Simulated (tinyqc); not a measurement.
Vacancy excess varied: nucleation and growth of vacancy voids in a cooling silicon-like crystal. Computed by tinyqc, a small Python program. Command: `OMP_NUM_THREADS=1 python tinyqc.py 3004262 3004263 out.jsonl voids walk`. One thread of a shared host (Intel(R) Xeon(R) Processor @ 2.30GHz), about 0.3 s of CPU time with the checks.

Spherical voids; vacancies are lost only to voids.

Inputs (values chosen for the exercise, for a model crystal): vacancy density at the melting point C_m = 5.6e+14 1/cm^3; formation energy E_f = 3.94 eV; melting point T_m = 1685 K; diffusion prefactor D0 = 0.00066 cm^2/s; migration energy E_m = 0.43 eV; site density rho = 5e+22 1/cm^3; void surface energy gamma = 0.996 J/m^2; cooling rate q = 18 K/min; vacancy excess C0 = 5.4e+13 1/cm^3; temperature step = 0.2 K.

Vacancy supply: given.

Constants: k_B = 8.617333262e-05 eV/K; k_B = 1.380649e-23 J/K.

Method:
- C = C0 as given.
- C_e = C_m exp[-(E_f/k_B)(1/T - 1/T_m)]; D = D0 exp(-E_m/(k_B T)); f = k_B T ln(C/C_e); r* = 2 gamma/(rho f); W* = 16 pi gamma^3/(3 rho^2 f^2); Z = f/sqrt(12 pi W* k_B T); I = rho Z (4 pi r* D C) exp(-W*/(k_B T)).
- March down from 1500 K in steps dT, dt = dT/q, with values at the upper end of each step: a class of I dt voids is born with r*; then all classes grow by r^2 += 2 D (C - C_e) dt/rho; C falls by the vacancies added to voids. Stop at 1150 K. T_n is the T of the largest I, N the final count (classes under 1e-6 /cm^3 are dropped), and the mean radius the number average.

initial excess C = 5.40e+13 1/cm^3

At fixed q:
```
C (1/cm^3)  T_n (K)  N (1/cm^3)  mean radius (nm)
2.20e+13     1269.8  1.9297e+08             8.041
3.20e+13     1289.4  1.4480e+08            10.035
5.40e+13     1317.6  9.6912e+07            13.674
8.60e+13     1343.6  6.7797e+07            18.005
1.40e+14     1371.4  4.6642e+07            24.015
```

What follows from these numbers?

More vacancies nucleate earlier (T_n rises by 102 K) and give fewer, larger voids: N goes as C^-0.77 and the radius as C^0.59, steeper than the -1/2 and +1/2 of the scaling argument at fixed D, because D rises with T_n.

Extremes, crossings and ranges named in words are read from the listed rows.
